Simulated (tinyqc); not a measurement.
# Abrupt p-n junction, non-linear Poisson equation by Newton steps: capacitance and field against bias

One dimension, p side on the left, n side on the right; net doping C = -Na for x < 0 and +Nd for x > 0. The potential psi is counted from the intrinsic level, and the quasi-Fermi potentials are flat: 0 for holes and -V for electrons, so n = ni exp((psi + V)/Vt) and p = ni exp(-psi/Vt) (Boltzmann statistics, full ionisation, no current). Under reverse bias this makes the minority densities vanishingly small everywhere; they play no part in the charge.

The Poisson equation d/dx(eps0 eps_r dpsi/dx) = -q (p - n + C) is solved on a mesh of more than 1000 nodes that ends in neutral material (psi_p = -Vt ln(Na/ni), psi_n = Vt ln(Nd/ni) - V). C_j = q d/dV of the integral of p over x, from the linearised equation. ni = sqrt(Nc Nv) exp(-Eg/(2 Vt)), Eg in volts. Depletion approximation: Vbi = Vt ln(Na Nd/ni^2), W = sqrt(2 eps0 eps_r (Vbi - V)(1/Na + 1/Nd)/q), xp = W Nd/(Na + Nd), xn = W Na/(Na + Nd), peak field 2 (Vbi - V)/W, capacitance eps0 eps_r/W. The last column applies it to an abrupt Na-Nd junction.

Values chosen for this exercise; band and dielectric values close to those of silicon:
- T = 273 K (temperature)
- Eg = 1.14 eV (band gap)
- eps_r = 11.9 (relative permittivity)
- Nc = 2.42e19 cm^-3 (conduction-band density of states at T)
- Nv = 2.33e19 cm^-3 (valence-band density of states at T)
- Na = 8.3e15 cm^-3 (acceptor density of the p side)
- Nd = 7.5e17 cm^-3 (donor density of the n side)

Constants: q = 1.602176634e-19 C, kB = 1.380649e-23 J/K, Vt = kB T/q, eps0 = 8.8541878128e-14 F/cm where lengths are in cm. Results are converted to the units shown.

Result of one run:

| V (V) | peak \|E\| (kV/cm) | C_j (nF/cm^2) | 1/C_j^2 (cm^4/uF^2) | eps0 eps_r/C_j (nm) | abrupt depletion C (nF/cm^2) |
|---|---|---|---|---|---|
| 0.13 | 56.25 | 32.19 | 965.0 | 327.3 | 30.57 |

What becomes of these results when the bias of the p side against the n side V is changed from 0.13 to -2.4 V, all else the same?

Result of the changed run:

| V (V) | peak \|E\| (kV/cm) | C_j (nF/cm^2) | 1/C_j^2 (cm^4/uF^2) | eps0 eps_r/C_j (nm) | abrupt depletion C (nF/cm^2) |
|---|---|---|---|---|---|
| -2.4 | 92.15 | 14.67 | 4648 | 718.3 | 14.55 |

The whole series:

| V (V) | peak \|E\| (kV/cm) | C_j (nF/cm^2) | 1/C_j^2 (cm^4/uF^2) | eps0 eps_r/C_j (nm) | abrupt depletion C (nF/cm^2) |
|---|---|---|---|---|---|
| 0.13 | 56.25 | 32.19 | 965.0 | 327.3 | 30.57 |
| -1.14 | 75.48 | 18.82 | 2823 | 559.8 | 18.56 |
| -2.4 | 92.15 | 14.67 | 4648 | 718.3 | 14.55 |
| -3.67 | 107.1 | 12.42 | 6484 | 848.4 | 12.35 |
| -4.94 | 120.5 | 10.96 | 8318 | 961.0 | 10.92 |
| -6.2 | 132.7 | 9.932 | 1.014e4 | 1061 | 9.899 |
| -7.47 | 144.0 | 9.140 | 1.197e4 | 1153 | 9.114 |
| -8.73 | 154.5 | 8.516 | 1.379e4 | 1237 | 8.495 |
| -10 | 164.4 | 8.001 | 1.562e4 | 1317 | 7.983 |

With V going from 0.13 to -10 V, C_j falls from 32.2 to 8.00 nF/cm^2 and the peak field rises from 56.2 to 164 kV/cm. The slope of 1/C_j^2, read as N = 2/(q eps0 eps_r |slope|), gives 8.10e15 cm^-3 between the first two rows and 8.21e15 cm^-3 between the last two, against Na Nd/(Na + Nd) = 8.21e15 cm^-3; the slopes of all rows agree within 1 %, as for uniform doping at both edges. At the end C_j goes as (Vbi - V)^(-0.50) with Vbi = 0.871 V, and it is 0.22 % above the abrupt depletion formula (at the first row 5.3 % above it).

Computed by the program tinyqc: `OMP_NUM_THREADS=1 python tinyqc.py 2000110 2000111 out.jsonl`, one thread of a shared Intel Xeon 2.30GHz, about 0.02 s for the whole run.
